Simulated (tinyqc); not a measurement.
Lifetime from the storage time.

Problem. In the charge-control model of a long diode dQ/dt = -Ir - Q/tau after the current is switched from If to -Ir, with Q(0) = If tau; the storage time ends at Q = 0. Find tau, the stored charge and the share of it that leaves through the terminals.

forward and reverse current (mA): [2, 37]
storage time = 23.689680 ns

Answer. Integrating gives ts = tau ln(1 + If/Ir). The extracted charge is Ir ts; the rest recombines.

tau = 450 ns
stored charge = 0.900 nC
share extracted = 97.4 %

Computed by the program tinyqc: `OMP_NUM_THREADS=1 python tinyqc.py 2230117 2230118 out.jsonl`, one thread of a shared Intel Xeon 2.30GHz, about 0.01 s for the whole run.
